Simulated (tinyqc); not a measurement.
Inside a calculation. Method: tight binding, dimerised chain. One step of it, computed by the program tinyqc.

Question. Open chain of 3 cells. The same hoppings without the wrap-around bond.

H of the open chain (eV):
$$\begin{pmatrix}
0.000000 & -1.460000 & 0.000000 & 0.000000 & 0.000000 & 0.000000 \\
-1.460000 & 0.000000 & -0.750000 & 0.000000 & 0.000000 & 0.000000 \\
0.000000 & -0.750000 & 0.000000 & -1.460000 & 0.000000 & 0.000000 \\
0.000000 & 0.000000 & -1.460000 & 0.000000 & -0.750000 & 0.000000 \\
0.000000 & 0.000000 & 0.000000 & -0.750000 & 0.000000 & -1.460000 \\
0.000000 & 0.000000 & 0.000000 & 0.000000 & -1.460000 & 0.000000
\end{pmatrix}$$

Give: levels; weights of the highest filled level on the sites.

Answer.

levels (eV): [-2.0321, -1.5562, -0.9841, 0.9841, 1.5562, 2.0321]

weights of the highest filled level on the sites: [0.1936, 0.0880, 0.2184, 0.2184, 0.0880, 0.1936]

The bulk gap runs from -0.7100 to 0.7100 eV; no level of this chain lies inside it.
